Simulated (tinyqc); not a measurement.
Surface photovoltage measurement of the minority-carrier diffusion length in a wafer: one step, computed by the program tinyqc.

Low injection, steady light, a depletion layer much thinner than 1/alpha and L. The excess density dn is taken at the front edge of the neutral region; light that reaches the back is lost.

Question. The linear plot. alpha = (84.732/lambda - 76.417)^2 per cm with lambda in micrometre (an empirical fit for silicon between 0.7 and 1.05 micrometre). Thick wafer: dn = Phi L/((S_f + D/L)(L + 1/alpha)). Finite wafer, with s = S_b L/D, w = W/L, a = alpha L: dn = [Phi a/(a^2 - 1)] [a - B - exp(-alpha W)(a - s)/(cosh w + s sinh w)]/(S_f + B D/L), B = (sinh w + s cosh w)/(cosh w + s sinh w). Readings y = (Phi/dn) (1 + noise x g) at 780, 830, 880, 920, 950, 975 and 995 nm; a least-squares line y = c (1/alpha + L_app) gives L_app = intercept/slope.

Inputs (values chosen for the exercise, modelled on p-type silicon at room temperature):

| quantity | value | unit |
|---|---|---|
| diffusion length L | 460 | micrometre |
| wafer thickness W | 525 | micrometre |
| diffusivity D | 29.6 | cm^2/s |
| front recombination velocity S_f | 820 | cm/s |
| back recombination velocity S_b | 43000 | cm/s |
| photon flux entering | 3.5e+12 | 1/(cm^2 s) |
| relative noise of each reading | 0.5 | % |

normal deviates g for the noise: -0.78  0.59  0.12  -0.41  2.26  1.28  0.85

Give: the table «Readings» with the columns 1/alpha (micrometre), y (cm/s), line (cm/s), for lambda (nm) = 780, 830, 880, 920, 950, 975, 995; slope; apparent length L_app; error of L_app (rounded to 0.001).

Answer.

Readings:

| lambda (nm) | 1/alpha (micrometre) | y (cm/s) | line (cm/s) |
|---|---|---|---|
| 780 | 9.64 | 1639.8 | 1638.0 |
| 830 | 15.18 | 1675.3 | 1666.0 |
| 880 | 25.33 | 1716.3 | 1717.4 |
| 920 | 40.66 | 1781.1 | 1795.0 |
| 950 | 61.28 | 1903.5 | 1899.4 |
| 975 | 90.92 | 2044.1 | 2049.4 |
| 995 | 130.89 | 2256.8 | 2251.7 |

slope = 5.0617 cm/(s micrometre)

apparent length L_app = 313.97 micrometre

error of L_app (rounded to 0.001) = -31.746 %

Without noise the error would be -29.9 %, from the finite thickness at W/L = 1.1. S_f scales all readings alike and leaves L_app unchanged.
